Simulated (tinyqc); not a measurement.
Changing the trap level E_t: carrier lifetime from Shockley-Read-Hall, radiative, Auger and surface recombination. Computed by tinyqc, a small Python program. Command: `OMP_NUM_THREADS=1 python tinyqc.py 3009415 3009416 out.jsonl lifetime sweep`. One thread of a shared host (Intel(R) Xeon(R) Processor @ 2.30GHz), about 0.02 s of CPU time with the checks.

Energies are counted from the top of the valence band. Boltzmann statistics, full ionisation, and equal excess densities of electrons and holes.

Inputs (values chosen for the exercise, for a model semiconductor):
```
quantity                          value        unit
gap E_g                            2.62          eV
electron mass m_e                 0.145         m_0
valleys M_c                           1           -
hole mass m_h                     0.645         m_0
temperature T                       300           K
doping N                        2.5e+17       cm^-3
trap density N_t                1.7e+14       cm^-3
electron cross-section sigma_n  4.7e-15        cm^2
hole cross-section sigma_p      1.3e-14        cm^2
radiative coefficient B         3.1e-11      cm^3/s
Auger coefficient C_n           3.5e-30      cm^6/s
Auger coefficient C_p           1.5e-30      cm^6/s
excess density dn               2.9e+15       cm^-3
generation rate G               5.3e+21  cm^-3 s^-1
diffusion coefficient D              48      cm^2/s
surface velocity S                  9.2        cm/s
thickness W                         410  micrometre
```

Doping: n-type. Surface term: two equal surfaces.

Constants: m_0 = 9.1093837015e-31 kg; k_B = 1.380649e-23 J/K; h = 6.62607015e-34 J s; k_B = 8.617333262e-05 eV/K.

Method:
- N_c = 2 M_c (2 pi m_e k_B T/h^2)^(3/2) and N_v = 2 (2 pi m_h k_B T/h^2)^(3/2), masses in units of m_0.
- n_i = sqrt(N_c N_v) exp(-E_g/2 k_B T); majority density N/2 + sqrt(N^2/4 + n_i^2), minority density n_i^2 over it.
- v = sqrt(3 k_B T/m) with m_e or m_h; tau_n0 = 1/(sigma_n v_n N_t), tau_p0 = 1/(sigma_p v_p N_t); n1 = N_c exp(-(E_g - E_t)/k_B T), p1 = N_v exp(-E_t/k_B T).
- The slowest diffusion mode has x tan x = S W/(2 D) with 0 < x < pi/2 (bisection), and tau_s = W^2/(4 x^2 D). The common approximation is W/(2 S) + W^2/(pi^2 D).
- With n = n_0 + dn, p = p_0 + dn and U/dn = 1/tau: (n p - n_i^2)/dn = n_0 + p_0 + dn = s; 1/tau_SRH = s/[tau_p0 (n + n1) + tau_n0 (p + p1)]; 1/tau_rad = B s; 1/tau_Aug = (C_n n + C_p p) s; the rates add, with 1/tau_s.
- Radiative efficiency = tau_eff/tau_rad; effective diffusion length = sqrt(D tau_eff).
- dn solves dn/tau_eff(dn) = G (60 bisections in ln dn between 1e-2 and 1e22 cm^-3); the splitting of the quasi-Fermi levels is k_B T ln(n p/n_i^2).

One run for each value:
```
trap level E_t (eV)  tau_SRH at dn (s)  effective lifetime at dn (s)  quasi-Fermi splitting under G (eV)
0.157                        3.642e-08                     2.815e-08                               2.282
0.413                        3.158e-08                     2.517e-08                               2.279
0.670                        3.158e-08                     2.517e-08                               2.279
0.926                        3.158e-08                     2.517e-08                               2.279
1.180                        3.158e-08                     2.517e-08                               2.279
1.440                        3.158e-08                     2.517e-08                               2.279
1.690                        3.158e-08                     2.517e-08                               2.279
1.950                        3.158e-08                     2.517e-08                               2.279
2.210                        3.158e-08                     2.517e-08                               2.279
2.460                        3.193e-08                     2.539e-08                               2.279
```

Over the rows, tau_SRH at dn (s) goes from 3.64e-8 through a minimum among these rows, 3.16e-8 at 0.926, to 3.19e-8; effective lifetime at dn (s) goes from 2.81e-8 through a minimum among these rows, 2.52e-8 at 0.926, to 2.54e-8; quasi-Fermi splitting under G (eV) goes from 2.28 through a minimum among these rows, 2.28 at 0.670, to 2.28.

Caution (all rows): the doping is near the effective density of states, where Boltzmann statistics fail and the gap narrows.

Extremes, crossings and ranges named in words are read from the listed rows.
